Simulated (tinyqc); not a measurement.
Resistance of a tapered via with liner, size effect and interface: two fill metals against the diameter.

A round via whose diameter grows from db at the bottom as D(z) = db + 2 z/tan(ang). The fill, of diameter D - 2 tl, starts above the bottom liner (thickness fb tl) and has rho = rho0 (1 + ks lam/(D - 2 tl)); the sidewall liner conducts in parallel with it. The bottom liner and the interface are crossed over the full area pi db^2/4. Spreading in the lines above and below is left out.

Slices between z0 = fb tl and hv, evaluated at their midpoints: conductance per length pi/4 [(D - 2 tl)^2/rho + (D^2 - (D - 2 tl)^2)/rl], slice resistance = slice height over that. 2000 slices. R_fill = sum of the slices; R_bottom = rl fb tl/(pi db^2/4); R_interface = ri/(pi db^2/4). The second fill has rho2, lam2 and tl2 in place of rho0, lam and tl.

Parameters, values chosen for the exercise; fill metal close to molybdenum:
- hv = 150 nm (height)
- ang = 87 degrees (sidewall angle)
- rho0 = 5.38 uohm cm (bulk resistivity of the fill)
- lam = 11.5 nm (mean free path of the fill)
- ks = 1.3 (size-effect factor)
- tl = 0.2 nm (liner on the sidewall)
- fb = 0.5 (liner at the bottom over that on the sidewall)
- rl = 360 uohm cm (resistivity of the liner)
- ri = 6e-12 ohm cm^2 (interface resistivity at the bottom)
- Sb = 1.3e15 S/m^2 (ballistic conductance per area, about 3/(4 rho0 lam))
- rho2 = 7.65 uohm cm (bulk resistivity of the second fill (close to ruthenium))
- lam2 = 6.76 nm (its mean free path)
- tl2 = 0.3 nm (its liner)

Result of one run:
```
db (nm)	R, first fill (ohm)	R, second fill (ohm)	ratio second/first
17	36.354	43.831	1.2057
```

What becomes of these results when the diameter at the bottom db is changed from 17 to 12 nm, all else the same?

Result of the changed run:
```
db (nm)	R, first fill (ohm)	R, second fill (ohm)	ratio second/first
12	70.458	82.812	1.1753
```

The whole series:
```
db (nm)	R, first fill (ohm)	R, second fill (ohm)	ratio second/first
6	263.23	296.15	1.1251
8.5	135.42	155.43	1.1477
12	70.458	82.812	1.1753
17	36.354	43.831	1.2057
24	18.775	23.208	1.2361
35	9.0392	11.460	1.2679
49	4.6786	6.0519	1.2935
70	2.3150	3.0492	1.3172
100	1.1410	1.5251	1.3367
```

The ratio goes from 1.13 to 1.34. The first fill gives the lower R in every row.

tinyqc, about 0.01 s, one thread, Intel Xeon 2.30GHz (shared host): `OMP_NUM_THREADS=1 python tinyqc.py 2750102 2750103 out.jsonl`
